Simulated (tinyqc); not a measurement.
Trap density from two Hall measurements.

Inverse problem. p-type body, charge-sheet picture, full ionisation (an idealisation for deep acceptors), Boltzmann statistics for free electrons. e = Ec - EF at the surface. psi = Eg - Vt ln(Nv/Na) - e; N_dep = sqrt(2 eps0 eps_r Na (psi - Vt)/q); n_f = sqrt(N_dep^2 + 2 eps0 eps_r Vt Nc exp(-e/Vt)/q) - N_dep; Vg = Vfb + psi + q (N_dep + n_t + n_f)/Cox, Cox = eps0 eox/tox. Find e and n_t at both points and the mean trap density between them.

Parameters, values chosen for the exercise; band and dielectric values close to those of 4H silicon carbide:
- T = 300 K (temperature)
- Eg = 3.22 eV (band gap)
- eps_r = 9.71 (relative permittivity)
- Nc = 1.73e19 cm^-3 (conduction-band density of states at T)
- Nv = 2.54e19 cm^-3 (valence-band density of states at T)
- eox = 3.9 (relative permittivity of the insulator)
- tox = 49 nm (insulator thickness)
- Na = 9.8e15 cm^-3 (acceptor density)
- Vfb = -2.58 V (flat-band voltage without trapped charge)

Constants: q = 1.602176634e-19 C, kB = 1.380649e-23 J/K, Vt = kB T/q, eps0 = 8.8541878128e-14 F/cm where lengths are in cm. Results are converted to the units shown.

Vg (V): [1.8570627, 2.5269567]
free sheet density from the Hall effect (cm^-2): [6.8354747e8, 2.4031016e10]

Solution. Each n_f fixes e; what the gate voltage holds beyond psi, N_dep and n_f is trapped; the difference quotient is the density, smeared over a few Vt.

e (eV): [0.2270, 0.1340]
n_t (cm^-2): [1.847e11, 4.061e11]
mean trap density = 2.381e12 cm^-2 eV^-1

Numbers from tinyqc (`OMP_NUM_THREADS=1 python tinyqc.py 2222189 2222190 out.jsonl`; about 0.02 s on one thread of a shared Intel Xeon 2.30GHz).
